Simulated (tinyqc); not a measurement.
Vacancy excess varied: nucleation and growth of vacancy voids in a cooling silicon-like crystal. Computed by tinyqc, a small Python program. Command: `OMP_NUM_THREADS=1 python tinyqc.py 3000438 3000439 out.jsonl voids walk`. One thread of a shared host (Intel(R) Xeon(R) Processor @ 2.30GHz), about 0.4 s of CPU time with the checks.

Spherical voids; vacancies are lost only to voids.

Inputs (values chosen for the exercise, for a model crystal):
```
quantity,value,unit
vacancy density at the melting point C_m,5e+14,1/cm^3
formation energy E_f,3.79,eV
melting point T_m,1685,K
diffusion prefactor D0,0.00083,cm^2/s
migration energy E_m,0.5,eV
site density rho,5e+22,1/cm^3
void surface energy gamma,0.846,J/m^2
cooling rate q,1.9,K/min
vacancy excess C0,1.4e+14,1/cm^3
temperature step,0.2,K
```

Vacancy supply: given.

Constants: k_B = 8.617333262e-05 eV/K; k_B = 1.380649e-23 J/K.

Method:
- C = C0 as given.
- C_e = C_m exp[-(E_f/k_B)(1/T - 1/T_m)]; D = D0 exp(-E_m/(k_B T)); f = k_B T ln(C/C_e); r* = 2 gamma/(rho f); W* = 16 pi gamma^3/(3 rho^2 f^2); Z = f/sqrt(12 pi W* k_B T); I = rho Z (4 pi r* D C) exp(-W*/(k_B T)).
- March down from 1500 K in steps dT, dt = dT/q, with values at the upper end of each step: a class of I dt voids is born with r*; then all classes grow by r^2 += 2 D (C - C_e) dt/rho; C falls by the vacancies added to voids. Stop at 1150 K. T_n is the T of the largest I, N the final count (classes under 1e-6 /cm^3 are dropped), and the mean radius the number average.

initial excess C = 1.40e+14 1/cm^3

At fixed q:
```
C (1/cm^3),T_n (K),N (1/cm^3),mean radius (nm)
5.60e+13,1377.6,5.2711e+06,36.74
8.40e+13,1400.6,3.8276e+06,46.81
1.40e+14,1430.4,2.5588e+06,63.51
2.20e+14,1457.6,1.7928e+06,83.17
3.50e+14,1486.6,1.2465e+06,109.65
```

More vacancies nucleate earlier (T_n rises by 109 K) and give fewer, larger voids: N goes as C^-0.79 and the radius as C^0.60, steeper than the -1/2 and +1/2 of the scaling argument at fixed D, because D rises with T_n.

Extremes, crossings and ranges named in words are read from the listed rows.
